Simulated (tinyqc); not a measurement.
MOS inversion layer, Poisson-Schroedinger loop: one step of the calculation.

Electrons confined at an insulator interface at z = 0, treated as a hard wall; parabolic valleys, Hartree approximation, no image or exchange terms. The depletion charge lies far deeper than the electrons and gives a uniform field q Nd/(eps0 eps_r); the gate balances all charge. Energies are counted from the band edge at the interface.

Task. Closed-form estimates. Triangular well: E_k = a_k (C F^2/mz)^(1/3), a_1 = 2.338107, a_2 = 4.087949, C = hbar^2/(2 m0), F in eV/nm. Fang-Howard (all electrons in the lowest level of set A): b^3 = 6 (mz1/C) q (Nd + 11 Ns/32)/(eps0 eps_r), centroid 3/b, level C b^2/(4 mz1) + (3/b) q (Nd + 11 Ns/16)/(eps0 eps_r). Use F = q (Nd + Ns)/(eps0 eps_r), the surface field, and F = q (Nd + Ns/2)/(eps0 eps_r).

Inputs (values chosen for the exercise); masses and permittivity close to those of In0.53Ga0.47As:
- eps_r = 14.1 (relative permittivity)
- mz1 = 0.041 m0 (mass along z of valley set A (1 valley(s)))
- Ns = 1.7e12 cm^-2 (sheet density of electrons)
- Nd = 2.4e11 cm^-2 (sheet density of depletion charge)

Constants: q = 1.602176634e-19 C, hbar = 1.054571817e-34 J s, m0 = 9.1093837015e-31 kg, eps0 = 8.8541878128e-14 F/cm where lengths are in cm, hbar^2/(2 m0) = 0.0380998212 eV nm^2. Results are converted to the units shown.

Find: A1 with the surface field; A1 with Nd + Ns/2; A2 with Nd + Ns/2; b; Fang-Howard centroid; Fang-Howard level.

Result.

A1 with the surface field = 0.19454 eV
A1 with Nd + Ns/2 = 0.13246 eV
A2 with Nd + Ns/2 = 0.23160 eV
b = 0.40878 1/nm
Fang-Howard centroid = 7.3389 nm
Fang-Howard level = 0.17150 eV

Computed by the program tinyqc: `OMP_NUM_THREADS=1 python tinyqc.py 2160172 2160173 out.jsonl`, one thread of a shared Intel Xeon 2.30GHz, about 0.6 s for the whole run.
